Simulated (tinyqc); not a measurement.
Stretching all distances: RHF, UHF, MP2, CISD and CCSD against full CI in the sto-3g basis, for BeH2, spin multiplicity 1. Computed by the program tinyqc with PySCF. All coordinates are multiplied by the scale. c0^2 is the weight of the RHF determinant in the lowest singlet FCI state (UHF is spin-contaminated and may lie near states of higher spin) and n(LUMO) the first natural occupation beyond the occupied space.

Geometry (angstrom):

| atom | x | y | z |
|---|---|---|---|
| Be | 0.0000 | 0.0000 | 0.0000 |
| H | 0.0000 | 1.2170 | 0.1250 |
| H | 0.0000 | -1.2170 | 0.1250 |

Full CI energy (hartree) and errors against it (kcal/mol):

| scale | distance 1-2 (angstrom) | E(FCI) | RHF | UHF | MP2 | CISD | CCSD | <S^2> UHF | c0^2 | n(LUMO) |
|---|---|---|---|---|---|---|---|---|---|---|
| 0.9700 | 1.1867 | -15.579511 | 18.7684 | 18.7684 | 5.9252 | 0.3478 | 0.1963 | 0.0000 | 0.9783 | 0.0204 |
| 1.1600 | 1.4191 | -15.587424 | 24.7003 | 24.7003 | 8.6575 | 0.6130 | 0.3029 | 0.0000 | 0.9663 | 0.0360 |
| 1.3600 | 1.6638 | -15.537651 | 34.8983 | 34.8983 | 13.6575 | 1.3386 | 0.5930 | 0.0000 | 0.9402 | 0.0700 |
| 1.5500 | 1.8963 | -15.473639 | 49.3742 | 48.8208 | 21.1826 | 2.9809 | 1.2630 | 0.1927 | 0.8935 | 0.1335 |
| 1.7400 | 2.1287 | -15.412993 | 69.8684 | 46.9593 | 32.4053 | 6.4632 | 2.7367 | 0.9358 | 0.8093 | 0.2550 |
| 1.9400 | 2.3734 | -15.366166 | 99.7108 | 35.3968 | 49.5309 | 12.7125 | 4.8254 | 1.2180 | 0.6508 | 0.4908 |
| 2.1300 | 2.6058 | -15.344252 | 136.0441 | 29.4049 | 70.1094 | 17.5170 | 4.0726 | 1.2878 | 0.4527 | 0.7617 |

What does the comparison show, and why?

UHF parts from RHF first at scale 1.55 of those listed, where <S^2> leaves zero. The weight c0^2 goes from 0.98 to 0.45 and n(LUMO) from 0.02 to 0.76: static correlation grows as the bonds break into open-shell fragments. The spread of the error along the curve, which distorts its shape, is CCSD 4.6, CISD 17.2, UHF 30.1, MP2 64.2, RHF 117.3 kcal/mol. The table stops here: at scale 2.33 and beyond, the reference weight falls under 0.45 or RHF, UHF or CCSD hop between solutions, so those rows were left out and the spreads given cover only the rows shown. As computed, partly on other solutions, the errors there reach in size RHF 206, UHF 30, MP2 86, CISD 20, CCSD 2 kcal/mol.
